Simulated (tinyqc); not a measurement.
Two-band tight binding of a puckered layer, step by step. Values are carried at full precision from step to step, so a last printed digit may differ when a step is redone from the rounded ones.

With X = kx ax/2 and Y = ky ay/2: h = t2 + 2 cos(Y) (t1 exp(iX) + t3 exp(-iX)) + t5 exp(2iX), d = 4 t4 cos(X) cos(Y), H = [[d, h], [h*, d]], E = d -/+ |h|.

Constants: hbar^2/2m0 = 3.80998211 eV angstrom^2.

Values chosen for the exercise (near a published set for monolayer black phosphorus; not measured data): ax = 4.62 angstrom (period along x (armchair)); ay = 3.34 angstrom (period along y (zigzag)); t1 = -1.221 eV (along the zigzag); t2 = 3.672 eV (across the pucker); t3 = -0.213 eV (second in the sheet); t4 = -0.112 eV (same sublattice); t5 = -0.05 eV (far across); k = (0.51, 0.35) 1/angstrom (wave vector).

## One k point

Form X, Y, h, d and the levels.

X, Y (rad): 1.17810  0.58450

h = 2.7920-1.5887i eV
d = -0.1430 eV

levels (eV): -3.3554  3.0694

## Expansion about Gamma

h = h0 + i chi kx + gx kx^2 + gy ky^2 and d = 4 t4 + ex kx^2 + ey ky^2, with h0 = t2 + 2 t1 + 2 t3 + t5, chi = ax (t1 - t3 + t5), gx = -ax^2 ((t1 + t3)/4 + t5/2), gy = -ay^2 (t1 + t3)/4, ex = -t4 ax^2/2, ey = -t4 ay^2/2. The gap is 2 h0.

h0 = 0.7540 eV
gap = 1.5080 eV
chi = -4.8880 eV angstrom

gx, gy, ex, ey (eV angstrom^2): 8.1856  3.9993  1.1953  0.6247

## Masses

Electrons: c/(ex + gx + chi^2/(2 h0)) along x, c/(ey + gy) along y; holes: the same with -ex and -ey; c = hbar^2/2m0. The coefficients stand in the order gx, gy, ex, ey.

masses (m0):
```
               x       y
electron  0.1510  0.8240
hole      0.1669  1.1290
```

density-of-states mass sqrt(mx my) (m0): electron 0.3528, hole 0.4340

my/mx: electron 5.46, hole 6.77

Along x the term chi^2/(2 h0) = 15.84 eV angstrom^2 couples the bands and makes both carriers light; along y it is absent.

## Checks

- Electron mass along x against a finite difference of the band: both 0.1510.

tinyqc: `OMP_NUM_THREADS=1 python tinyqc.py 1450580 1450581 out.jsonl`; about 0.01 s, one thread, shared Intel(R) Xeon(R) Processor @ 2.30GHz.
